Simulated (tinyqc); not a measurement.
Permeation of metal atoms or ions through a thin barrier or dielectric: time lag, field-aided drift and lifetime: one step, computed by the program tinyqc.

The film 0 < x < d is empty at first; C = C0 at x = 0 and C = 0 at x = d. dC/dt = D d2C/dx2 - v dC/dx with drift v = D z e V/(k_B T d) (uniform field, no space charge).

Task: Time to the critical dose. Steady flux J = (D C0/d) P/(1 - exp(-P)); time lag in units of d^2/D: s_L = [P (1 + exp(-P))/(1 - exp(-P)) - 2]/P^2 (P = 0: J = D C0/d, s_L = 1/6). Dose through the film Q(s) = C0 d {f (s - s_L) - 2 exp(P/2) sum_(n=1..200) (-1)^n n^2 pi^2 exp(-l_n s)/l_n^2}, l_n = n^2 pi^2 + P^2/4, f = P/(1 - exp(-P)) the relative flux. Temperatures in kelvin are T(C) + 273.15. Solve Q = Q_c for s. At the use temperature D and P take T_u, with the same C0 and V; 1 year = 3.15576e7 s.

Inputs (values chosen for the exercise, for a model case: singly charged ions through a dielectric): thickness d = 25 nm; prefactor D0 = 0.0044 cm^2/s; activation energy E = 1.29 eV; concentration at the source side C0 = 1e+15 1/cm^3; charge number z = 1; voltage V (positive drives ions across) = 0.16 V; critical dose Q_c = 2e+07 1/cm^2; test temperature T = 175 C; use temperature T_u = 70 C.

Peclet number P = 4.143084

time scale d^2/D = 456490.1 s

Constants: k_B = 8.617333262e-05 eV/K.

Give: s at the critical dose; failure time at T; failure time at T_u.

Result:

s at the critical dose = 0.06528

failure time at T = 29800 s

failure time at T_u = 23.53 years

Caution: grain boundaries, pinholes, trapping and space charge are left out; thin real barriers usually fail at defects.
